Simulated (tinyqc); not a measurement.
Inside a calculation. Method: one-electron ion in a basis of Gaussians. One step of it, computed by the program tinyqc.

Task: Generalised eigenproblem. Solve H C = S C e through S^(-1/2); each column has its largest component positive (the first on a tie).

H = T + V (hartree):
```
,1,2,3,4,5,6,7
1,-9.348437,-10.216762,-10.665616,-10.306305,-9.228169,-7.853757,-6.488609
2,-10.216762,-10.591383,-11.004209,-12.782802,-13.815519,-13.275030,-11.768023
3,-10.665616,-11.004209,-6.013428,-4.217224,-9.743566,-15.446601,-17.559837
4,-10.306305,-12.782802,-4.217224,17.852839,26.912861,11.304234,-8.042010
5,-9.228169,-13.815519,-9.743566,26.912861,97.836638,127.967567,85.882002
6,-7.853757,-13.275030,-15.446601,11.304234,127.967567,331.272121,418.948071
7,-6.488609,-11.768023,-17.559837,-8.042010,85.882002,418.948071,971.470561
```

S:
```
,1,2,3,4,5,6,7
1,1.000000,0.855401,0.565058,0.320017,0.168248,0.085701,0.043086
2,0.855401,1.000000,0.855371,0.565103,0.319973,0.168270,0.085710
3,0.565058,0.855371,1.000000,0.855442,0.565071,0.320034,0.168300
4,0.320017,0.565103,0.855442,1.000000,0.855343,0.565083,0.320033
5,0.168248,0.319973,0.565071,0.855343,1.000000,0.855452,0.565191
6,0.085701,0.168270,0.320034,0.565083,0.855452,1.000000,0.855440
7,0.043086,0.085710,0.168300,0.320033,0.565191,0.855440,1.000000
```

Give: eigenvalues of S; eigenvalues; coefficients.

Result:

eigenvalues of S: 0.0051  0.0209  0.0764  0.2518  0.7506  1.9509  3.9443

eigenvalues (hartree): -12.4918  0.9711  28.4463  107.2248  321.6596  909.3885  2571.0382

coefficients:
```
,1,2,3,4,5,6,7
1,0.4374,-1.9873,-1.6414,0.9416,-0.5259,0.2989,-0.1708
2,0.3592,1.9930,3.9897,-3.1053,1.8465,-1.0473,0.5927
3,0.2277,-0.3688,-3.2137,4.9979,-3.8072,2.2654,-1.2760
4,0.0677,0.2701,0.7259,-3.7874,5.3291,-3.9354,2.3049
5,0.0328,-0.0469,-0.3249,0.8834,-3.9590,5.1637,-3.6777
6,0.0042,0.0252,0.0751,-0.2863,0.8740,-3.6443,4.5182
7,0.0055,-0.0002,-0.0236,0.0397,-0.1923,0.5086,-2.7970
```

For Z = 5 and l = 0 the exact lowest level is -Z^2/(2 n^2) with n = l + 1: -12.500000 hartree.
